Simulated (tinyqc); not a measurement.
# Heavy doping: band filling, gap narrowing, band tails and the effective intrinsic density, step by step

A worked calculation. Computed by tinyqc, a small Python program that keeps every step. Command: `OMP_NUM_THREADS=1 python tinyqc.py 3027163 3027164 out.jsonl gapnarrow walk`. One thread of a shared host (Intel(R) Xeon(R) Processor @ 2.30GHz), about 0.02 s of CPU time with the checks. Intermediate numbers are printed to about 5 digits and carried at full precision; extremes and crossings named in words are read from the listed rows.

An n-type crystal above its Mott density, with all dopants ionised: n = N_D - N_A, ionised centres N_I = N_D + N_A. Valleys are taken as spherical with mass m_e.

Inputs (values chosen for the exercise, modelled on silicon):
```
quantity                      value   unit
gap E_g                        1.14     eV
electron mass m_e             0.333    m_0
valleys M_c                       6      -
hole mass m_h                  0.83    m_0
dielectric constant eps        12.2      -
donor density N_D           2.6e+20  cm^-3
compensation ratio N_A/N_D        0      -
temperature T                   300      K
```

Conduction band: parabolic.

Constants: a_0 = 0.529177210903 angstrom; Ry = 13.605693123 eV; k_B = 8.617333262e-05 eV/K; hbar^2/(2 m_0) = 3.80998212 eV angstrom^2; e = 1.602176634e-19 C; eps_0 = 8.8541878128e-12 F/m; e^2/(4 pi eps_0) = 14.39964548 eV angstrom.

## Scales

n = N_D (1 - ratio); Ry* = Ry m_e/eps^2, a* = a_0 eps/m_e; r_s = (3/(4 pi n))^(1/3)/a*; k_F = (3 pi^2 n/M_c)^(1/3); Mott density (0.26/a*)^3.

n = 2.60e+20 cm^-3

Ry* = 30.440 meV

a* = 19.387 angstrom

r_s = 0.50134

k_F = 0.10866 1/angstrom

Mott density = 2.4120e+18 cm^-3

## Band filling

n = M_c (1/(2 pi^2)) (m_e/(hbar^2/2m_0))^(3/2) int sqrt(E) f dE, f = 1/(1 + exp((E - E_F)/k_B T)); trapezoid rule in t = sqrt(E/k_B T), step 0.02 up to 12; E_F by bisection from the band edge. At T = 0, E_F = (hbar^2/2m_0) k_F^2/m_e; dn/dE_F uses f (1 - f)/k_B T in place of f.

E_F above the band edge = 130.74 meV

E_F at T = 0 = 135.10 meV

E_F/k_B T = 5.0573

dn/dE_F = 2.7849e+21 cm^-3/eV

## Screening, narrowing and potential fluctuations

Screening: q^2 = (e/(eps eps_0)) dn/dE_F. Exchange lowers the conduction band by (1/pi) k_F e^2/(4 pi eps_0 eps) (T = 0 Hartree-Fock at k_F, taken as a rigid shift). Screening raises the valence band by (q/2) e^2/(4 pi eps_0 eps) (static Coulomb hole). The narrowing is the sum; electron correlation and carrier-ion shifts are left out. Root-mean-square potential of randomly placed ions: V_rms = (e^2/(4 pi eps_0 eps)) sqrt(2 pi N_I/q).

screening length 1/q = 4.9204 angstrom

exchange term = 40.825 meV

Coulomb-hole term = 119.94 meV

gap narrowing = 160.77 meV

V_rms = 105.82 meV

V_rms is 0.81 of the larger of E_F and k_B T, so band tails matter. Caution: the screening length is well below a*, where static Thomas-Fermi screening overstates the Coulomb hole. Caution: E_F exceeds a tenth of the gap, so the parabolic band overstates it, by tens of per cent once E_F nears E_g; higher valleys may fill as well.

## What optics and devices see

n p/n_i^2 = exp(narrowing/k_B T) x (n/N) exp(-E_F/k_B T), N being the limit of n exp(-E_F/k_B T) far below the edge (taken at E_F = -12 k_B T); apparent narrowing = k_B T ln(n p/n_i^2).

apparent narrowing = 86.787 meV

log10(n p/n_i^2) = 1.4580

Degeneracy takes back 74.0 meV of the 160.8 meV of narrowing, and the minority density stays above its ideal value n_i^2/n.

## Filling against narrowing

The compensation ratio is held.

Against carrier density (energies in meV):
```
n (cm^-3)     E_F  narrowing  apparent narrowing   V_rms
2.60e+19     5.35      81.92              73.810   46.18
5.20e+19    31.19     104.31              88.278   57.79
1.00e+20    62.27     126.78              96.572   72.94
1.80e+20    99.94     147.45              94.769   91.39
2.60e+20   130.74     160.77              86.787  105.82
4.20e+20   182.93     179.02              65.252  128.63
6.50e+20   246.60     197.01              30.861  153.99
1.00e+21   329.96     216.43             -21.946  184.07
```

Narrowing grows with exponent 0.22 between the last rows (exchange goes as n^(1/3), the Coulomb hole as n^(1/6) in a degenerate parabolic band) and E_F with 0.68 (2/3 for a parabolic band at T = 0). The apparent narrowing peaks at 96.6 meV near 1.0e20 cm^-3 and then falls, as E_F grows faster than the narrowing. In rows with E_F below 2 k_B T the T = 0 exchange term is overstated. Where V_rms is above half of E_F, band tails blur the edge by more than small net shifts.

Checks made by the program: E_F at low temperature against the T = 0 value (relative difference 2e-04).
